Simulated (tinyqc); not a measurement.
# Polycrystalline film, grain-boundary barriers (Seto model): two studies

One-dimensional grains of size Lg with donors N; each boundary has Qt acceptor-like traps per area at one level Et below the band edge. Trapped electrons qt deplete a width w = qt/N (both sides together) and raise a barrier Vb = q N w^2/(8 eps0 eps_r). Current crosses the barriers by thermionic emission at small bias. Abrupt depletion, full ionisation, Boltzmann statistics.

Inputs (values chosen for the exercise); values close to those of polycrystalline silicon:
```
symbol   value        unit                                     meaning
T          300           K                                 temperature
eps_r     11.7              relative permittivity of the semiconductor
Lg         120          nm                                  grain size
Qt      2.1e12       cm^-2                  trap density at a boundary
N         6e16       cm^-3                               donor density
mg         240  cm^2/(V s)                     mobility inside a grain
vc       4.5e6        cm/s          collection velocity at the barrier
Nc      2.8e19       cm^-3      conduction-band density of states at T
Et        0.55          eV              trap level below the band edge
```

Constants: q = 1.602176634e-19 C, kB = 1.380649e-23 J/K, Vt = kB T/q, eps0 = 8.8541878128e-14 F/cm where lengths are in cm. Results are converted to the units shown.

Each table varies one quantity; the others keep the values above.

## Effect of the grain size

Partly depleted grains: the density at the grain centre is n0 = N and qt = Qt/(1 + 2 (Nc/N) exp((Vb - Et)/Vt)). If that gives qt >= N Lg, the grains are fully depleted: qt = N Lg, w = Lg and n0 = 2 Nc exp((Vb - Et)/Vt)/(Qt/(N Lg) - 1). Resistivity: barriers rb = Vt exp(Vb/Vt)/(q n0 vc Lg), grain interior rg = (1 - w/Lg)/(q mg N); effective mobility 1/(q N (rb + rg)).

Results:
```
Lg (nm),w/Lg,Vb (V),n0 (cm^-3),resistivity (ohm cm)
24,1.000,0.006681,3.075e9,6.292e6
39,1.000,0.01764,8.004e9,2.273e6
63,1.000,0.04604,4.202e10,8.039e5
170,1.000,0.3352,1.304e16,6.924e4
270,0.6633,0.3720,6.000e16,3.930e4
440,0.4070,0.3720,6.000e16,2.411e4
720,0.2487,0.3720,6.000e16,1.474e4
```

Estimate the missing row, Lg = 100 nm.

Computed row:
```
Lg (nm),w/Lg,Vb (V),n0 (cm^-3),resistivity (ohm cm)
100,1.000,0.1160,1.146e12,2.779e5
```

With this row back in the table: As Lg goes from 24 to 720 nm, the barrier rises from 0.00668 to 0.372 V and the resistivity falls from 6.29e6 to 14700 ohm cm. The grains are fully depleted in 5 of the 8 rows. For Lg = 24 to 63 nm the barrier is under 2 Vt, where the depletion and emission pictures are rough.

## Effect of the trap density at a boundary

Same model as above.

Effect of the trap density at a boundary:
```
Qt (cm^-2),w/Lg,Vb (V),n0 (cm^-3),resistivity (ohm cm)
3.5e11,0.48611,0.039470,6.0000e16,0.45199
5.2e11,0.72221,0.087122,6.0000e16,1.5686
7.6e11,1.0000,0.16703,3.7143e14,5146.6
1.1e12,1.0000,0.16703,3.9098e13,48893
1.6e12,1.0000,0.16703,1.6883e13,1.1323e5
2.4e12,1.0000,0.16703,8.8436e12,2.1616e5
3.6e12,1.0000,0.16703,5.1588e12,3.7056e5
5.2e12,1.0000,0.16703,3.3164e12,5.7642e5
```

As Qt goes from 3.5e11 to 5.2e12 cm^-2, the barrier rises from 0.0395 to 0.167 V and the resistivity rises from 0.452 to 5.76e5 ohm cm. The grains are fully depleted in 6 of the 8 rows. At Qt = 3.5e11 cm^-2 the barrier is under 2 Vt, where the depletion and emission pictures are rough.

Numbers from tinyqc (`OMP_NUM_THREADS=1 python tinyqc.py 2610006 2610007 out.jsonl`; about 0.01 s on one thread of a shared Intel Xeon 2.30GHz).
